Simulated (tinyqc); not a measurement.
## Trap density from one capacitance

Problem. Traps spread evenly through the insulator exchange electrons with the semiconductor by tunnelling, with tau(x) = t0 exp(2 ka x) at depth x from the interface. The admittance per area Y seen at depth x obeys dY/dx = -Y^2/(i w eps0 eox) + q Nb ln(1 + i w tau)/tau, with Y(0) = i w Cs and w = 2 pi f; the gate sees Y(tox) = G + i w C. Working variable y = Y/(i w), in uF/cm^2. Cox = eps0 eox/tox. Find Nb and G/w.

Parameters, values chosen for the exercise: relative permittivity of the insulator eox = 21; insulator thickness tox = 9.3 nm; semiconductor capacitance in accumulation Cs = 0.86 uF/cm^2; decay constant of the wave function in the insulator ka = 5.8 1/nm; time constant of a trap at the interface t0 = 2e-10 s; frequency f = 10000 Hz.

Constants: q = 1.602176634e-19 C, eps0 = 8.8541878128e-14 F/cm where lengths are in cm. Results are converted to the units shown.

C = 0.63628108 uF/cm^2

Solution. C rises steadily with Nb, so one density matches; in practice ka and t0 must come from the frequency dependence.

Nb = 4.100e18 cm^-3 eV^-1
G/w = 0.004586 uF/cm^2

Computed by the program tinyqc: `OMP_NUM_THREADS=1 python tinyqc.py 2202075 2202076 out.jsonl`, one thread of a shared Intel Xeon 2.30GHz, about 0.5 s for the whole run.
